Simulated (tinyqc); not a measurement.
Ways to converge the cycle: SCF convergence aids in the cc-pvdz basis, for H2, spin multiplicity 1. Computed by the program tinyqc with PySCF. RHF with one setting changed at a time; a run stops when the energy changes by less than 1e-09 hartree and the error matrix is below 1e-5. The start is the core Hamiltonian. Damping d keeps d of the old density; a shift (hartree) raises the virtual levels; DIIS n extrapolates F over n matrices.

Geometry (angstrom):
```
atom       x       y       z
H     0.0000  0.0000  0.0000
H     0.0000  0.0000  0.9410
```

lowest restricted solution found by these runs and by PySCF = -1.110215 hartree

Largest element of the error matrix X^T (FDS - SDF) X:
```
iteration    plain  damping 0.3  damping 0.6  shift 0.4   DIIS 3   DIIS 8
1          1.2e-01      1.2e-01      1.2e-01    1.2e-01  1.2e-01  1.2e-01
2          2.4e-02      5.2e-02      8.0e-02    5.3e-02  2.4e-02  2.4e-02
3          4.6e-03      2.3e-02      5.5e-02    2.2e-02  8.7e-04  8.7e-04
4          8.7e-04      1.0e-02      3.7e-02    9.3e-03  7.0e-05  7.0e-05
5          1.7e-04      4.4e-03      2.5e-02    3.9e-03  1.8e-07  1.1e-07
6          3.2e-05      1.9e-03      1.7e-02    1.6e-03  1.6e-12  5.5e-08
8          1.2e-06      3.5e-04      7.9e-03    2.6e-04        -        -
10               -      6.6e-05      3.6e-03    4.4e-05        -        -
14               -      2.3e-06      7.6e-04          -        -        -
20               -            -      7.2e-05          -        -        -
30               -            -      1.4e-06          -        -        -
```

How each run ends:
```
run          iterations  E (hartree)         state
plain                 8     -1.11022  lowest found
damping 0.3          17     -1.11022  lowest found
damping 0.6          36     -1.11022  lowest found
shift 0.4            12     -1.11022  lowest found
DIIS 3                6     -1.11022  lowest found
DIIS 8                6     -1.11022  lowest found
```

What does the comparison show, and why?

6 of 6 runs reach the lowest restricted solution found, in 6 to 36 iterations (fastest: DIIS 3, DIIS 8). Plain steps already contract here, so damping only slows them. DIIS 3 and DIIS 8 gain by cancelling the error over several earlier matrices, much as a quasi-Newton step does.
